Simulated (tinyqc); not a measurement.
Energy and delay of logic against supply voltage: one step of the calculation.

One expression serves below and above threshold: I(Vg) = Ik [ln(1 + exp((Vg - VT + dd V)/(al nf Vt)))]^al, with I_on = I(V) and I_off = I(0). Gate delay td = kd C V/I_on, clock period LD td. Per gate and cycle the switching energy is act C V^2 and the leakage energy I_off V LD td. No short-circuit current, no variation. Minima are sought above 0.09 V; below a few Vt gates no longer switch and the model has no meaning.

Problem. New V. Minimum-energy supply: E(V) is the energy per gate and cycle; with h = 0.001 V, E' = (E(V + h) - E(V - h))/(2 h), E'' = (E(V - h) - 2 E(V) + E(V + h))/h^2, V(new) = V - E'/E''.

Values chosen for this exercise; values of the order met in logic technologies:
```
symbol  value  unit                               meaning
T         330     K                           temperature
VT       0.45     V  threshold voltage at zero drain bias
nf       1.37                                slope factor
dd       0.07         barrier lowering per volt of supply
Ik       0.42    uA            specific current of a gate
al        1.5                 exponent of the current law
C        0.34    fF            load capacitance of a gate
kd        1.1                                delay factor
LD         30                                 logic depth
act       0.2                             activity factor
```

Constants: q = 1.602176634e-19 C, kB = 1.380649e-23 J/K, Vt = kB T/q. Results are converted to the units shown.

V after iteration 1 = 0.19815664 V

Wanted: E'; E''; V after iteration 2.

Solution.

E' = -15.35 aJ/V
E'' = 656.2 aJ/V^2
V after iteration 2 = 0.2216 V

Numbers from tinyqc (`OMP_NUM_THREADS=1 python tinyqc.py 2082177 2082178 out.jsonl`; about 0.01 s on one thread of a shared Intel Xeon 2.30GHz).
